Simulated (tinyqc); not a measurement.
# Tunnelling through a two-layer gate stack, WKB transmission and Tsu-Esaki current: what changes with what

Electrons leave the emitter at x = 0. Energies E (motion across the layers) are in eV from the emitter Fermi level; the collector Fermi level lies at -V and offers states at every E. No charge in the dielectric and no image force: F1 = V/(t1 + t2 eps1/eps2), F2 = F1 eps1/eps2; U = phi1 - F1 x in layer 1 and phi2 - F1 t1 - F2 (x - t1) in layer 2. With C = hbar^2/(2 m0), kappa = sqrt(m (U - E)/C) where U > E and 0 elsewhere; T(E) = exp(-S), S = 2 times the integral of kappa over x.

Parameters, values chosen for the exercise; layer 1 close to silicon dioxide, layer 2 close to aluminium oxide:
```
symbol  value  unit                                                        meaning
T          77     K                                                    temperature
Ef       0.19    eV              Fermi energy of the emitter above its band bottom
me          1    m0                            emitter mass in the supply function
phi1      3.2    eV  barrier of layer 1 above the emitter Fermi level at zero bias
m1       0.48    m0                                     tunnelling mass of layer 1
t1          1    nm                                           thickness of layer 1
eps1     4.08                                     relative permittivity of layer 1
phi2      2.5    eV                                barrier of layer 2 at zero bias
m2        0.4    m0                                     tunnelling mass of layer 2
t2          4    nm                                           thickness of layer 2
eps2     9.09                                     relative permittivity of layer 2
V         1.1     V                                  voltage across the dielectric
```

Constants: q = 1.602176634e-19 C, kB = 1.380649e-23 J/K, hbar = 1.054571817e-34 J s, m0 = 9.1093837015e-31 kg, Vt = kB T/q, hbar^2/(2 m0) = 0.0380998212 eV nm^2. Results are converted to the units shown.

Each table varies one quantity; the others keep the values above.

## Effect of the barrier height

Each layer adds (2/F) sqrt(m/C) [G(u at its left edge) - G(u at its right edge)] to S, with u = U - E (0 where negative) and G(u) = (2/3) u^1.5. J = J0 times the integral of T(E) N(E) dE, N = ln[(1 + exp(-E/Vt))/(1 + exp((-E - V)/Vt))], J0 = q^2 me m0 kB T/(2 pi^2 hbar^3) (times 1e-4 for A/cm^2 per eV), from E = -Ef to far above the barrier (T = 1 there), by quadrature converged to the digits shown.

Effect of the barrier height:

| phi1 (eV) | S at E = 0 | T(E = 0) | J (A/cm^2) | mean E of the current (eV) |
|---|---|---|---|---|
| 1.6 | 42.67 | 2.953e-19 | 2.110e-11 | -0.09724 |
| 1.9 | 43.52 | 1.253e-19 | 9.188e-12 | -0.09787 |
| 2.2 | 44.31 | 5.721e-20 | 4.280e-12 | -0.09835 |
| 2.5 | 45.03 | 2.766e-20 | 2.102e-12 | -0.09875 |
| 2.8 | 45.72 | 1.400e-20 | 1.079e-12 | -0.09907 |
| 3.1 | 46.36 | 7.366e-21 | 5.738e-13 | -0.09934 |
| 3.4 | 46.97 | 4.002e-21 | 3.148e-13 | -0.09958 |
| 3.7 | 47.55 | 2.237e-21 | 1.774e-13 | -0.09978 |

Read the table: what changes, and by how much?

J falls from 2.11e-11 to 1.77e-13 A/cm^2, on average 0.988 decades for each eV, while S rises from 42.7 to 47.5.

## Effect of the thickness t2 at fixed voltage

Same model as above.

Results:

| t2 (nm) | S at E = 0 | T(E = 0) | J (A/cm^2) | mean E of the current (eV) |
|---|---|---|---|---|
| 2.4 | 32.32 | 9.160e-15 | 1.056e-6 | -0.1085 |
| 2.96 | 37.29 | 6.359e-17 | 6.372e-9 | -0.1053 |
| 3.51 | 42.19 | 4.748e-19 | 4.164e-11 | -0.1022 |
| 4.63 | 52.20 | 2.145e-23 | 1.453e-15 | -0.09585 |
| 5.19 | 57.21 | 1.426e-25 | 8.542e-18 | -0.09268 |
| 5.74 | 62.14 | 1.031e-27 | 5.498e-20 | -0.08959 |
| 6.3 | 67.16 | 6.787e-30 | 3.228e-22 | -0.08647 |

Estimate the missing row, t2 = 4.07 nm.

Computed row:

| t2 (nm) | S at E = 0 | T(E = 0) | J (A/cm^2) | mean E of the current (eV) |
|---|---|---|---|---|
| 4.07 | 47.19 | 3.205e-21 | 2.465e-13 | -0.09903 |

With this row back in the table: J falls from 1.06e-6 to 3.23e-22 A/cm^2: 3.96 decades a nanometre between the first two rows and 3.98 between the last two. The exponent S alone gives dS/dt/ln 10 = 3.85 and 3.90.

## Effect of the tunnelling mass m1

Same model as above.

Results:

| m1 (m0) | S at E = 0 | T(E = 0) | J (A/cm^2) | mean E of the current (eV) |
|---|---|---|---|---|
| 0.12 | 40.41 | 2.808e-18 | 2.431e-10 | -0.1019 |
| 0.15 | 41.14 | 1.359e-18 | 1.162e-10 | -0.1016 |
| 0.2 | 42.20 | 4.690e-19 | 3.940e-11 | -0.1012 |
| 0.25 | 43.14 | 1.837e-19 | 1.520e-11 | -0.1008 |
| 0.31 | 44.15 | 6.705e-20 | 5.454e-12 | -0.1004 |
| 0.5 | 46.82 | 4.648e-21 | 3.618e-13 | -0.09932 |
| 0.63 | 48.36 | 9.987e-22 | 7.582e-14 | -0.09870 |

Estimate the missing row, m1 = 0.4 m0.

Computed row:

| m1 (m0) | S at E = 0 | T(E = 0) | J (A/cm^2) | mean E of the current (eV) |
|---|---|---|---|---|
| 0.4 | 45.49 | 1.749e-20 | 1.392e-12 | -0.09986 |

With this row back in the table: J falls from 2.43e-10 to 7.58e-14 A/cm^2. S goes as m1^(0.11): only one of the two layers feels this mass, so the power is below 0.5.

Program tinyqc, `OMP_NUM_THREADS=1 python tinyqc.py 2540114 2540115 out.jsonl`; Intel Xeon 2.30GHz, shared host, one thread, about 0.04 s.
